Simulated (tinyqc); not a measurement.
Tail temperature from the power law.

Problem. When tail states hold most of the charge, the linear current goes as I = A (Vg - VT)^g with g = 2 Tt/T - 1. Find g, Tt and the tail width kB Tt.

Parameters, values chosen for the exercise:
```
symbol  value  unit      meaning
T         270     K  temperature
```

Constants: q = 1.602176634e-19 C, kB = 1.380649e-23 J/K, Vt = kB T/q. Results are converted to the units shown.

I at Vg - VT = 24 and 36 V (nA): [6119.2257, 16736.463]

Solution. g is the slope of ln I against ln(Vg - VT).

g = 2.48
Tt = 470 K
kB Tt = 40.5 meV

Computed by the program tinyqc: `OMP_NUM_THREADS=1 python tinyqc.py 2610026 2610027 out.jsonl`, one thread of a shared Intel Xeon 2.30GHz, about 0.01 s for the whole run.
